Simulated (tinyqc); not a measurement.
Worked calculation: sp3s* tight binding. Values are carried at full precision from step to step, so a last printed digit may differ when a step is redone from the rounded ones.

sp3s* tight binding, nearest neighbours only: anion (a) at 0, cation (c) at a/4 (1,1,1), orbitals s, px, py, pz, s* on each; k in units of 2 pi/a. With phases e_j = exp(i (pi/2) k.n_j) for n = (1,1,1), (1,-1,-1), (-1,1,-1), (-1,-1,1): g0 = (e1+e2+e3+e4)/4, g1 = (e1+e2-e3-e4)/4, g2 = (e1-e2+e3-e4)/4, g3 = (e1-e2-e3+e4)/4. The diagonal holds the levels Esa, Epa, Exa (s*) and Esc, Epc, Exc. Anion-cation block: <sa|sc> = Vss g0; <sa|xc> = Vsapc g1; <xa|sc> = -Vscpa g1; <xa|xc> = Vxx g0; <xa|yc> = <ya|xc> = Vxy g3, <xa|zc> = <za|xc> = Vxy g2, <ya|zc> = <za|yc> = Vxy g1; <s*a|xc> = Vxapc g1; <xa|s*c> = -Vpaxc g1; y and z take g2 and g3 in place of g1; s-s* and s*-s* vanish.

Constants: hbar^2/2m0 = 3.80998211 eV angstrom^2.

Inputs chosen for the exercise (near a published set for Si, fitted to gaps, whose masses and valley positions are rough; the results hold for these values, not for the real material):
- k = (0.71, 0.71, 0) 2 pi/a (wave vector)
- Esa = -4.199 eV (s level of the anion)
- Epa = 1.714 eV (p level of the anion)
- Esc = -4.199 eV (s level of the cation)
- Epc = 1.714 eV (p level of the cation)
- Exa = 6.676 eV (s* level of the anion)
- Exc = 6.676 eV (s* level of the cation)
- Vss = -8.304 eV (s-s)
- Vxx = 1.713 eV (px-px)
- Vxy = 4.577 eV (px-py)
- Vsapc = 5.712 eV (s anion, p cation)
- Vscpa = 5.712 eV (s cation, p anion)
- Vxapc = 5.385 eV (s* anion, p cation)
- Vpaxc = 5.385 eV (p anion, s* cation)
- a = 5.434 angstrom (lattice constant)

## Phase sums

Form g0 to g3 at this k.

g0, g1, g2, g3: 0.19355  0.39508i  0.39508i  -0.80645

## The Hamiltonian without spin-orbit coupling

Fill in the 10 x 10 matrix.

H(k) (eV), lower triangle (Hermitian):
```
           sa        xa        ya        za       s*a       sc      xc      yc      zc     s*c
sa    -4.1990
xa          0    1.7140
ya          0         0    1.7140
za          0         0         0    1.7140
s*a         0         0         0         0    6.6760
sc    -1.6072   2.2567i   2.2567i    4.6065         0  -4.1990
xc   -2.2567i    0.3315   -3.6911  -1.8083i  -2.1275i        0  1.7140
yc   -2.2567i   -3.6911    0.3315  -1.8083i  -2.1275i        0       0  1.7140
zc    -4.6065  -1.8083i  -1.8083i    0.3315   -4.3428        0       0       0  1.7140
s*c         0   2.1275i   2.1275i    4.3428         0        0       0       0       0  6.6760
```

## Levels at this k

Diagonalise H, which belongs to k = (0.71, 0.71, 0) (2 pi/a). Four bands are filled (two electrons each); give the make-up of band 5, the lowest empty one.

levels (eV): -8.9679  -7.6048  -3.0763  -2.3087  1.5977  1.8531  5.7367  6.4876  10.4675  11.0532

weights of band 5: s 0.215, p 0.380, s* 0.406

weight of band 5 on atom a = 0.500

The vertical gap at this k is 3.9064 eV; band 5 is mostly s*-like.

## Levels at Gamma

At k = 0 only g0 = 1 is left and H falls into 2 x 2 blocks [[E_a, V], [V, E_c]] with roots (E_a + E_c)/2 -/+ sqrt(((E_a - E_c)/2)^2 + V^2); the s* levels stay uncoupled. The direct gap runs from the highest lower root of the p blocks to the lowest upper root.

Blocks at Gamma (eV):
```
block            E_a      E_c        V  lower root  upper root
s (Gamma1)   -4.1990  -4.1990  -8.3040    -12.5030      4.1050
p (Gamma15)   1.7140   1.7140   1.7130      0.0010      3.4270
```

direct gap at Gamma = 3.4260 eV

The lowest empty level at Gamma is p-like.

## Bands near the gap

Diagonalise at L = (1/2,1/2,1/2), X = (1,0,0), W = (1,1/2,0), K = (3/4,3/4,0) and at the fractions named between them; energies from the top of the valence band at Gamma; 4 bands are filled.

Levels (eV):
```
k        level 2  level 3  level 4  level 5  level 6
L         -7.073   -1.432   -1.432    2.481    2.491
L-G 0.5   -3.906   -0.819   -0.819    2.374    3.984
G          0.000    0.000    0.000    3.426    3.426
G-X 0.2   -0.950   -0.444   -0.444    2.831    3.870
G-X 0.4   -2.833   -1.313   -1.313    1.887    4.025
G-X 0.6   -4.824   -2.124   -2.124    1.271    3.289
G-X 0.7   -5.768   -2.439   -2.439    1.157    2.843
G-X 0.8   -6.658   -2.672   -2.672    1.181    2.392
G-X 0.9   -7.489   -2.816   -2.816    1.337    1.969
X         -8.262   -2.864   -2.864    1.608    1.608
W         -8.262   -2.864   -2.864    1.608    1.608
K         -7.785   -3.077   -2.445    1.591    1.762
K-G 0.5   -4.571   -1.996   -0.884    2.227    3.341
```

On these points the lowest empty level is lowest at G-X 0.7, 1.157 eV above the top.

## Valleys and masses

The lowest conduction level at Gamma, at its minimum on (x,0,0) for x from 0.5 to 1, and at the point L (L, and X where the search ends there, need not be minima in this model; a zero or negative inverse mass shows it). Inverse masses m0/m = (E(+h) + E(-h) - 2 E)/(2 c q^2) with c = hbar^2/2m0, q = h 2 pi/a, h = 0.002; longitudinal along the valley axis ([100] at Gamma and Delta, [111] at L), transverse along [010] or [1-10]. A dash: the next level lies within 0.15 eV, so a single mass has no use there.

Valleys:
```
valley  x (2 pi/a)  E - Ev (eV)  m0/m_l  m0/m_t
Gamma       0.0000       3.4260       -       -
Delta       0.7320       1.1497    1.36    0.62
L           0.5000       2.4813       -       -
```

Of these three the lowest is the Delta line, which makes the gap indirect, 1.1497 eV. At Delta m0/m_t is 0.62. This nearest-neighbour model is fitted to gaps: it places the Delta minimum and the masses at Delta and L only roughly (transverse masses can be several times too heavy), and since its bands are flat from X to W the transverse mass grows too heavy towards X; d orbitals or second neighbours cure this.

## Checks

- Direct gap at Gamma from the blocks against the full matrix: both 3.42600.

(tinyqc, `OMP_NUM_THREADS=1 python tinyqc.py 1481962 1481963 out.jsonl`, Intel(R) Xeon(R) Processor @ 2.30GHz, 1 thread, shared host, about 0.2 s.)
